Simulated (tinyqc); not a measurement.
# Double-gate transistor, scale length and short-channel effects, step by step

tinyqc, about 0.01 s, one thread, Intel Xeon 2.30GHz (shared host): `OMP_NUM_THREADS=1 python tinyqc.py 2420022 2420023 out.jsonl` Printed values are rounded.

A body of thickness ts between two insulators of thickness ti and two tied gates. Below threshold the potential that source and drain add obeys Laplace's equation and vanishes on the gate. Its lowest mode decays along the channel as exp(-k y); k is the smallest positive root of the matching condition at the interface, and the scale length is Lambda = pi/k.

Parameters, values chosen for the exercise; permittivities: semiconductor made up, insulator close to that of silicon dioxide:

| symbol | value | unit | meaning |
|---|---|---|---|
| T | 300 | K | temperature |
| eps_r | 14.5 |  | relative permittivity of the semiconductor |
| ei | 3.95 |  | relative permittivity of the insulator |
| ti | 1.7 | nm | insulator thickness |
| ts | 4.4 | nm | body thickness |
| L | 28 | nm | channel length |
| Vbi | 0.86 | V | potential of the source |
| sT | 0.58 | V | potential of the barrier top at threshold |
| VTL | 0.36 | V | long-channel threshold |
| m | 1 |  | long-channel body factor |
| Vds | 0.5 | V | drain voltage |

Constants: q = 1.602176634e-19 C, kB = 1.380649e-23 J/K, Vt = kB T/q. Results are converted to the units shown.

## Scan of the matching condition

k, point 0 to 7 (1/nm): [0.04875, 0.0975, 0.14625, 0.195, 0.24375, 0.2925, 0.34125, 0.39]

f(k) = ei cos(k ti) cos(k ts/2) - eps_r sin(k ti) sin(k ts/2).

f(k), point 0 to 7: [3.78534, 3.29734, 2.50377, 1.43349, 0.12546, -1.37267, -3.00630, -4.71585]

The first change of sign lies between k = 0.24375 and 0.2925 1/nm.

## Iteration 1: decay constant by Newton steps

k at the start = 0.2925 1/nm

f(k) = ei cos(k ti) cos(k ts/2) - eps_r sin(k ti) sin(k ts/2); f' by a central difference with +/- 1e-5 1/nm; k(new) = k - f/f'.

f = -1.37267
f' = -32.3173 nm
k after iteration 1 = 0.250025 1/nm

## Iteration 2: decay constant by Newton steps

As before.

f = -0.0578131
f' = -29.4518 nm
k after iteration 2 = 0.248062 1/nm

## Course of the iteration: decay constant by Newton steps

Stop when k changes by less than 1e-10 1/nm, or after 30 iterations.

Course of the iteration:
```
iteration  k (1/nm)  |change| (1/nm)
1          0.250025           0.0425
2          0.248062          1.96e-3
3          0.248057          5.11e-6
4          0.248057         3.49e-11
```

Converged in 4 iterations. At the end the number of correct digits about doubles with each step.

## Scale length against simple estimates

k = 0.248057 1/nm

Lambda = pi/k and l = 1/k. A parabolic potential across the structure gives l(parabolic) = sqrt((eps_r/(2 ei)) ts ti (1 + ei ts/(4 eps_r ti))).

Lambda = 12.6648 nm
l = 4.03133 nm
l(parabolic) = 4.01860 nm

The parabolic estimate is 0.32 % below l.

## Threshold shift, barrier position and swing

Along the channel psi(y) = s + a exp(y/l) + b exp(-y/l) with psi(0) = Vbi, psi(L) = Vbi + Vds and l = 1/k = Lambda/pi; with A = Vbi - s, B = A + Vds, x = exp(-L/l): a = (B - A x) x/(1 - x^2), b = (A - B x)/(1 - x^2). The minimum is s + 2 sqrt(a b), at y = (l/2) ln(b/a). The long-channel potential follows the gate as s = sT + (Vg - VTL)/m, and the threshold VT is the gate voltage at which the minimum equals sT. Swing = m Vt ln 10/g at threshold, g = d(minimum)/ds = 1 - (b x + a)/((1 + x) sqrt(a b)).

s at threshold = 0.548868 V
a = 7.80719e-4 V
b = 0.310351 V
position of the minimum = 12.0642 nm
VT = 0.328868 V
swing = 63.9578 mV/decade

The threshold lies 31.1 mV below the long-channel value, and the barrier top sits at 0.43 L from the source.
